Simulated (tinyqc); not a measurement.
Sublattice potential against complex hopping: Haldane model. Computed by the program tinyqc. H_AA = delta - 2 t2 sum cos(k.b + phi), H_BB = -delta - 2 t2 sum cos(k.b - phi), H_AB = -t1 (1 + exp(-i k.a1) + exp(-i k.a2)), b = a1, a2 - a1, -a2, m = 3 sqrt3 t2 sin(phi); the sign of the Chern number follows the orientation k1 then k2.

Honeycomb lattice:
```
parameter     value
t1 (eV)    2.020000
t2 (eV)    0.330000
phi (rad)  1.910000
```

Gaps at the two valleys (eV) and Chern number of the lower band (12 x 12 mesh):
```
delta    gap 2|delta - m|  gap 2|delta + m|  Chern number
-2.9110            9.0560            2.5880             0
-2.1020            7.4380            0.9700             0
-0.9700            5.1740            1.2940            -1
0.0000             3.2340            3.2340            -1
0.6470             1.9400            4.5280            -1
1.2130             0.8080            5.6600            -1
2.0210             0.8080            7.2760             0
3.2340             3.2340            9.7020             0
```

What does the comparison show, and why?

Here |m| = 1.6170 eV. For |delta| < |m| the two valleys have masses of opposite sign and the Chern number is +/-1; one gap closes at |delta| = |m|, and beyond it the band is trivial.
